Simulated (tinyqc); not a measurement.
Static screening by free carriers: one step. Screening at finite temperature. Three cases, with inputs chosen for the exercise.

Question. Solve for eta and form qs.

kF = (3 pi^2 n/Mv)^(1/3), EF = c kF^2/m with c = hbar^2/2m0, n in 1/angstrom^3 (1e-24 per 1/cm^3), e2 = e^2/(4 pi eps0). Thomas-Fermi: qTF^2 = 6 pi e2 n/(eps EF). Debye: qD^2 = 4 pi e2 n/(eps kB T).

F_j(eta) = (1/Gamma(j + 1)) integral_0^infinity x^j dx/(1 + exp(x - eta)), which tends to exp(eta) for eta << 0.

At finite T: qs^2 = qD^2 F_-1/2(eta)/F_1/2(eta), where n = Mv N F_1/2(eta) and N = 2 (m kB T/(4 pi c))^(3/2) with c = hbar^2/2m0, in 1/angstrom^3; times 1e24 for 1/cm^3.

Constants: hbar^2/2m0 = 3.80998211 eV angstrom^2; e^2/(4 pi eps0) = 14.39964547 eV angstrom; kB = 8.617333262e-05 eV/K.

Give: n/(Mv N); eta; qs; screening length 1/qs.

Case 1.

Values chosen (near those of Ge; shifted at random, so the results belong to these values and not to a real crystal): n = 1.3e+18 1/cm^3 (carrier density); m = 0.2247 m0 (mass of one isotropic valley); Mv = 4 (valleys); eps = 15.9 (background dielectric constant); T = 300 K.

Answer.

n/(Mv N) = 0.1216
eta = -2.064
qs = 0.02343 1/angstrom
screening length 1/qs = 42.69 angstrom

qs is 0.979 of the Debye value and 0.436 of the Thomas-Fermi value.

Case 2.

Values chosen (near those of Ge; shifted at random, so the results belong to these values and not to a real crystal): n = 1.9e+18 1/cm^3 (carrier density); m = 0.2213 m0 (mass of one isotropic valley); Mv = 4 (valleys); eps = 15.9 (background dielectric constant); T = 300 K.

Answer.

n/(Mv N) = 0.1818
eta = -1.641
qs = 0.02804 1/angstrom
screening length 1/qs = 35.67 angstrom

qs is 0.969 of the Debye value and 0.493 of the Thomas-Fermi value.

Case 3.

Values chosen (near those of SiC; shifted at random, so the results belong to these values and not to a real crystal): n = 1e+19 1/cm^3 (carrier density); m = 0.3978 m0 (mass of one isotropic valley); Mv = 3 (valleys); eps = 9.88 (background dielectric constant); T = 200 K.

Answer.

n/(Mv N) = 0.9726
eta = 0.312
qs = 0.08922 1/angstrom
screening length 1/qs = 11.21 angstrom

qs is 0.866 of the Debye value and 0.770 of the Thomas-Fermi value.

Computed by tinyqc, one run a case: `OMP_NUM_THREADS=1 python tinyqc.py N N+1 out.jsonl` with N = 1651644, 1651871, 1652067; one thread of a shared Intel(R) Xeon(R) Processor @ 2.30GHz, about 0.01 s a run at most.
